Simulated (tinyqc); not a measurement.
# Threshold-voltage variability of a planar MOSFET, analytic estimates: effect of the metal grain size

Three independent sources add in quadrature: random dopants in the depleted layer, metal-gate grains of two orientations, and roughness of the two gate edges acting through the roll-off VT = VT(long) - Vr exp(-L/l). These are first-order estimates: no three-dimensional electrostatics, no percolation.

ni = sqrt(Nc Nv) exp(-Eg/(2 Vt)), Eg in volts; Cox = 3.9 eps0/ti; Wd = sqrt(4 eps0 eps_r Vt ln(Na/ni)/(q Na)); dopants: s1 = (q/Cox) sqrt(Na Wd/(3 L W)). Grains: Ng = L W/G^2 (at least 1), s2 = dW sqrt(p (1 - p)/Ng). Edges, with exponential correlation and u = W/La: the mean gate length has sL^2 = 2 De^2 (2/u)[1 - (1 - exp(-u))/u]; s3 = sL (Vr/l) exp(-L/l). s = sqrt(s1^2 + s2^2 + s3^2). l and Vr are held fixed.

Inputs (values chosen for the exercise); material values close to those of silicon:
- T = 250 K (temperature)
- Eg = 1.14 eV (band gap)
- eps_r = 11.9 (relative permittivity of the semiconductor)
- Nc = 2.17e19 cm^-3 (conduction-band density of states at T)
- Nv = 2.05e19 cm^-3 (valence-band density of states at T)
- Na = 4.9e17 cm^-3 (channel doping)
- ti = 2.6 nm (oxide-equivalent thickness in inversion)
- L = 20 nm (gate length)
- W = 93 nm (gate width)
- dW = 0.1 eV (work-function difference of the two grain orientations)
- p = 0.4 (share of the orientation of higher work function)
- De = 1.7 nm (rms roughness of one gate edge)
- La = 10 nm (correlation length of the roughness)
- l = 3.6 nm (decay length of the threshold roll-off)
- Vr = 2.3 V (prefactor of the roll-off)

Constants: q = 1.602176634e-19 C, kB = 1.380649e-23 J/K, Vt = kB T/q, eps0 = 8.8541878128e-14 F/cm where lengths are in cm. Results are converted to the units shown.

The same in every row: s1 (mV) = 25.588; s3 (mV) = 2.6015.

Effect of the metal grain size:
```
G (nm),s2 (mV),s (mV),s sqrt(L W) (mV um)
2,2.2718,25.820,1.1135
3,3.4078,25.944,1.1189
5,5.6796,26.339,1.1359
7,7.9515,26.921,1.1610
10,11.359,28.116,1.2126
14,15.903,30.239,1.3041
20,22.718,34.316,1.4800
```

As G goes from 2 to 20 nm, s rises from 25.8 to 34.3 mV. The dopants are the largest source in the first and the last row. In every row the depletion depth exceeds L, so source and drain share much of the charge and s1 is rough.

Program tinyqc, `OMP_NUM_THREADS=1 python tinyqc.py 2090077 2090078 out.jsonl`; Intel Xeon 2.30GHz, shared host, one thread, about 0.01 s.
